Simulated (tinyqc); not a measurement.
# A spin-degenerate level with charging energy between two leads, rate equations: effects of single changes

States 0, up, down and 2 with energies 0, e1 - Ez/2, e1 + Ez/2 and 2 e1 + U. mu_L = +V/2, mu_R = -V/2 (meV), f(x) = 1/(1 + exp(x/kB T)). A transition that adds one electron of given spin at the energy E has the rate G f(E - mu) from each lead, and its reverse G [1 - f(E - mu)]. I counts electrons leaving the left lead, times q.

Inputs (values chosen for the exercise):
```
symbol  value  unit                                 meaning
U         4.9   meV  charging energy of the second electron
e1      -3.45   meV                                   level
GL      0.056  1/ns            tunnel rate to the left lead
GR          1  1/ns           tunnel rate to the right lead
T        0.63     K                             temperature
Ez          0   meV                        Zeeman splitting
```

Constants: q = 1.602176634e-19 C, kB = 1.380649e-23 J/K, Vt = kB T/q. Results are converted to the units shown.

Each table varies one quantity; the others keep the values above.

## Current against bias

Transition energies: 0-up e1 - Ez/2, 0-down e1 + Ez/2, up-2 e1 + U + Ez/2, down-2 e1 + U - Ez/2. dp/dt = W p; W_ji is the rate from state i to j, and each column sums to zero. Steady state: W p = 0 with sum p = 1. I = q GL sum over transitions i-j of [fL p_i - (1 - fL) p_j].

Current against bias:

| V (mV) | I (pA) | I (GL + GR)/(q GL GR) | mean number | p(2) |
|---|---|---|---|---|
| 0.49 | 1.948e-9 | 2.293e-10 | 1.000 | 6.09e-12 |
| 1.15 | 8.502e-7 | 1.001e-7 | 1.000 | 2.65e-9 |
| 1.8 | 3.384e-4 | 3.983e-5 | 1.000 | 1.06e-6 |
| 2.46 | 0.1452 | 0.01709 | 1.000 | 4.53e-4 |
| 3.12 | 7.687 | 0.9047 | 1.024 | 0.0240 |
| 3.77 | 8.725 | 1.027 | 1.027 | 0.0272 |
| 4.43 | 8.728 | 1.027 | 1.027 | 0.0272 |
| 5.09 | 8.728 | 1.027 | 1.027 | 0.0272 |
| 5.74 | 8.728 | 1.027 | 1.027 | 0.0272 |
| 6.4 | 8.770 | 1.032 | 1.023 | 0.0271 |
| 7.06 | 14.44 | 1.700 | 0.3902 | 0.0103 |
| 7.71 | 16.98 | 1.999 | 0.1071 | 2.84e-3 |
| 8.37 | 16.99 | 2.000 | 0.1061 | 2.81e-3 |

The scaled current rises from 2.29e-10 to 2.00. A transition enters the bias window when V = 2 |E|: at 2.90, 6.90 mV, each step a few kB T = 0.0543 meV wide. With all four transitions inside, the scaled current tends to 2 and the mean number to 2 GL/(GL + GR) = 0.106; the last row has 2.00 and 0.106.

## Effect of unequal tunnel rates

Same model as above.

Here e1 = 1.225 meV, Ez = 0 and V = +/- 7.35 mV, so that only the 0-1 transitions lie in the window.

Effect of unequal tunnel rates:

| GR (1/ns) | I at +V (pA) | I at -V (pA) | \|I(+V)/I(-V)\| | (GL + 2 GR)/(2 GL + GR) |
|---|---|---|---|---|
| 0.0026 | 0.40712 | -0.76234 | 0.53403 | 0.53403 |
| 0.006 | 0.91243 | -1.5833 | 0.57627 | 0.57627 |
| 0.014 | 1.9938 | -2.9907 | 0.66667 | 0.66667 |
| 0.032 | 3.9876 | -4.7852 | 0.83333 | 0.83333 |
| 0.075 | 7.1969 | -6.5331 | 1.1016 | 1.1016 |
| 0.17 | 10.818 | -7.7034 | 1.4043 | 1.4043 |
| 0.4 | 14.019 | -8.3852 | 1.6719 | 1.6719 |
| 0.93 | 16.016 | -8.7100 | 1.8388 | 1.8388 |

Read the table: what changes, and by how much?

The ratio of the two currents rises from 0.534 to 1.84 and agrees with the last column to better than 0.01 %. An empty dot can be filled with either spin but a filled one empties in one way, so I = 2 q G_in G_out/(2 G_in + G_out): the current is larger when the slower junction is the entrance.

Range of the model: Rate equations need hbar G well below kB T; cotunnelling and the Kondo effect are left out.

Numbers from tinyqc (`OMP_NUM_THREADS=1 python tinyqc.py 2780015 2780016 out.jsonl`; about 0.01 s on one thread of a shared Intel Xeon 2.30GHz).
